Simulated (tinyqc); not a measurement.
Worked calculation: plane-wave Kohn-Sham cycle with exchange-only LDA in a layered model solid. One step of it, computed by the program tinyqc.

Problem. Iteration 1: levels at that k. Diagonalise the Hermitian matrix.

H (hartree), order -3, -2, -1, +0, +1, +2, +3:
$$\begin{pmatrix}
2.193321 & -0.175000 & 0.000000 & 0.000000 & 0.000000 & 0.000000 & 0.000000 \\
-0.175000 & 0.827286 & -0.175000 & 0.000000 & 0.000000 & 0.000000 & 0.000000 \\
0.000000 & -0.175000 & 0.007665 & -0.175000 & 0.000000 & 0.000000 & 0.000000 \\
0.000000 & 0.000000 & -0.175000 & -0.265542 & -0.175000 & 0.000000 & 0.000000 \\
0.000000 & 0.000000 & 0.000000 & -0.175000 & 0.007665 & -0.175000 & 0.000000 \\
0.000000 & 0.000000 & 0.000000 & 0.000000 & -0.175000 & 0.827286 & -0.175000 \\
0.000000 & 0.000000 & 0.000000 & 0.000000 & 0.000000 & -0.175000 & 2.193321
\end{pmatrix}$$

Give: eigenvalues.

Solution.

eigenvalues (hartree): [-0.418, -0.029, 0.122, 0.841, 0.844, 2.216, 2.216]
